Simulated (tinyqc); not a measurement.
## Gate work function from the charge

Problem. For an undoped double gate, Q = 8 eps0 eps_r Vt beta tan(beta)/ts with 0 < beta < pi/2, and at the source (Vg - dphi)/(2 Vt) - ln[(2/ts) sqrt(2 eps0 eps_r Vt/(q ni))] = ln(beta) - ln(cos beta) + 2 r beta tan(beta), r = eps_r tox/(eox ts). Find beta and dphi.

Inputs (values chosen for the exercise); material values close to those of germanium: temperature T = 350 K; relative permittivity of the semiconductor eps_r = 15.9; relative permittivity of the gate insulator eox = 26.1; insulator thickness tox = 7.1 nm; body thickness ts = 10 nm; gate voltage Vg = 0.28 V.

Constants: q = 1.602176634e-19 C, kB = 1.380649e-23 J/K, Vt = kB T/q, eps0 = 8.8541878128e-14 F/cm where lengths are in cm. Results are converted to the units shown.

Qs = 585.13008 nC/cm^2
ni = 2.1005047e14 cm^-3

Answer. beta tan(beta) rises from 0 without bound on the interval, so the charge fixes beta; the second relation is then explicit in dphi. At this charge the surface density passes 0.3 Nc, so the classical Boltzmann model is only formal.

beta = 1.031
dphi = -0.1300 V

Program tinyqc, `OMP_NUM_THREADS=1 python tinyqc.py 2440060 2440061 out.jsonl`; Intel Xeon 2.30GHz, shared host, one thread, about 0.01 s.
